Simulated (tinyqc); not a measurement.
Spin coating of a resist or spin-on film: centrifugal thinning, evaporation and the final thickness (Emslie and Meyerhofer models): one step, computed by the program tinyqc.

A Newtonian film stays uniform over the wafer; solvent and solids have the same density and the concentration is uniform through the thickness.

Question. Rates. omega = 2 pi f/60; nu(c) = nu_s + k c^gamma; evaporation rate e = e0 sqrt(f/1000 rpm). Flow constant K = 2 omega^2/(3 nu(c0)); Reynolds number of the air omega R^2/nu_air with nu_air = 15 mm^2/s.

Inputs (values chosen for the exercise, of the order of those of a polymer resist in an ester solvent):
```
quantity                                 value          unit
solids volume fraction c0                 0.11             -
kinematic viscosity of the solvent nu_s    1.6        mm^2/s
viscosity constant k                      1600        mm^2/s
viscosity exponent gamma                   3.1             -
spin speed f                              1500           rpm
evaporation rate at 1000 rpm e0          0.087  micrometre/s
wafer radius R                             100            mm
```

Give: omega; nu(c0); evaporation rate e; flow constant K; Reynolds number of the air.

Answer.

omega = 157.08 1/s

nu(c0) = 3.3078 mm^2/s

evaporation rate e = 0.10655 micrometre/s

flow constant K = 0.0049729 1/(micrometre^2 s)

Reynolds number of the air = 1.0472e+05
